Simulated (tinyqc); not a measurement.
# Free and trapped electrons in a MOS channel with a dense trap tail: two studies

p-type body, charge-sheet picture, full ionisation (an idealisation for deep acceptors), Boltzmann statistics for free electrons. e = Ec - EF at the surface. Acceptor-like traps of density D(E) = D0 + De exp(-E/Ew) at depth E below Ec, from 0 to Eu, hold n_t = integral of D(E)/(1 + exp((e - E)/Vt)). psi = Eg - Vt ln(Nv/Na) - e; N_dep = sqrt(2 eps0 eps_r Na (psi - Vt)/q); n_f = sqrt(N_dep^2 + 2 eps0 eps_r Vt Nc exp(-e/Vt)/q) - N_dep; Vg = Vfb + psi + q (N_dep + n_t + n_f)/Cox, Cox = eps0 eox/tox.

Inputs (values chosen for the exercise); band and dielectric values close to those of gallium nitride: temperature T = 475 K; band gap Eg = 3.34 eV; relative permittivity eps_r = 9.58; conduction-band density of states at T Nc = 4.62e18 cm^-3; valence-band density of states at T Nv = 9.28e19 cm^-3; relative permittivity of the insulator eox = 3.9; insulator thickness tox = 71 nm; acceptor density Na = 4e16 cm^-3; flat-band voltage without trapped charge Vfb = -2.77 V; constant background density of acceptor-like traps D0 = 2.4e11 cm^-2 eV^-1; density of the tail at the conduction edge De = 6.6e13 cm^-2 eV^-1; decay energy of the tail Ew = 0.08 eV; depth below Ec down to which the traps reach Eu = 0.9 eV; mobility of free electrons mf = 170 cm^2/(V s).

Constants: q = 1.602176634e-19 C, kB = 1.380649e-23 J/K, Vt = kB T/q, eps0 = 8.8541878128e-14 F/cm where lengths are in cm. Results are converted to the units shown.

Each table varies one quantity; the others keep the values above.

## Free and trapped charge against gate voltage

Free share n_f/(n_f + n_t); swing ln 10 n_f/(dn_f/dVg); field-effect mobility mf q (dn_f/dVg)/Cox, for a constant mf; oxide field q (N_dep + n_t + n_f)/(eps0 eox).

Results:
```
Vg (V),e (eV),n_f (cm^-2),n_t (cm^-2),free share (%),swing (mV/decade),field-effect mobility (cm^2/(V s)),oxide field (MV/cm)
3.3,0.5684,9.232e5,8.650e10,0.001067,263.0,0.004526,0.5092
5.6,0.2316,3.236e9,6.110e11,0.5268,1949,2.141,0.7857
7.8,0.1591,1.862e10,1.227e12,1.495,4092,5.868,1.085
12.3,0.08481,1.085e11,2.467e12,4.214,7932,17.64,1.709
14.5,0.05928,1.945e11,3.036e12,6.020,9437,26.57,2.015
16.8,0.03546,3.285e11,3.588e12,8.388,1.075e4,39.41,2.336
19,0.01411,5.145e11,4.059e12,11.25,1.184e4,56.05,2.642
21.3,-0.007348,7.885e11,4.473e12,14.99,1.303e4,78.03,2.963
```

Estimate the missing row, Vg = 10 V.

Computed row:
```
Vg (V),e (eV),n_f (cm^-2),n_t (cm^-2),free share (%),swing (mV/decade),field-effect mobility (cm^2/(V s)),oxide field (MV/cm)
10,0.1171,5.088e10,1.842e12,2.688,6087,10.78,1.389
```

With this row back in the table: n_f reaches 1e11 cm^-2 at Vg = 12.0 V, against 4.14 V without traps. The free share rises from 0.00107 to 15.0 % and the field-effect mobility rises from 0.00453 to 78.0 cm^2/(V s), although mf = 170 is constant: in the last row 45.9 % of Cox dVg goes into free electrons. The swing in the first row is 263 mV a decade (Vt ln 10 = 94.3). For Vg = 14.5, 16.8, 19, 21.3 EF lies less than 2 Vt below the band edge, or above it, where degeneracy and confinement, left out, matter.

## Effect of the acceptor density

Vfb is held fixed. VT is the Vg for n_f = 1e11 cm^-2; swing ln 10 n_f/(dn_f/dVg) at n_f = 1e8 cm^-2; the last three columns are for Vg = VT + 5.7 V, with free share n_f/(n_f + n_t) and field-effect mobility mf q (dn_f/dVg)/Cox; there EF is near the band edge, where Boltzmann statistics are rough.

Result of one run:
```
Na (cm^-3),e at VT (eV),VT (V),q n_t/Cox at VT (V),swing (mV/decade),n_f (cm^-2),free share (%),field-effect mobility (cm^2/(V s))
8e16,0.07438,14.60,8.872,619.7,4.058e11,9.040,49.84
```

What becomes of these results when the acceptor density Na is changed from 8e16 to 2e15 cm^-3, all else the same?

Result of the changed run:
```
Na (cm^-3),e at VT (eV),VT (V),q n_t/Cox at VT (V),swing (mV/decade),n_f (cm^-2),free share (%),field-effect mobility (cm^2/(V s))
2e15,0.1450,5.745,4.640,324.3,4.096e11,12.75,39.10
```

The whole series:
```
Na (cm^-3),e at VT (eV),VT (V),q n_t/Cox at VT (V),swing (mV/decade),n_f (cm^-2),free share (%),field-effect mobility (cm^2/(V s))
1e15,0.1566,4.972,4.143,297.2,4.116e11,13.45,38.20
2e15,0.1450,5.745,4.640,324.3,4.096e11,12.75,39.10
6e15,0.1252,7.382,5.619,380.4,4.038e11,11.51,40.74
1e16,0.1155,8.364,6.157,413.6,4.009e11,10.92,41.68
3e16,0.09406,11.12,7.493,505.6,3.978e11,9.760,44.66
8e16,0.07438,14.60,8.872,619.7,4.058e11,9.040,49.84
2e17,0.05571,19.16,10.27,765.1,4.326e11,8.823,59.29
5e17,0.03687,25.60,11.71,963.3,4.924e11,9.254,76.25
```

As Na goes from 1e15 to 5e17, VT rises from 4.97 to 25.6 V, its part due to traps rises from 4.14 to 11.7 V, the swing rises from 297 to 963 mV/decade and the field-effect mobility rises from 38.2 to 76.3 cm^2/(V s). Most of the rise of VT is depletion charge; the trap part grows since the same n_f needs EF nearer the band edge at heavier doping. For Na = 8e16, 2e17, 5e17 e is under 2 Vt already at VT, so VT too is rough.

Program tinyqc, `OMP_NUM_THREADS=1 python tinyqc.py 2222079 2222080 out.jsonl`; Intel Xeon 2.30GHz, shared host, one thread, about 0.02 s.
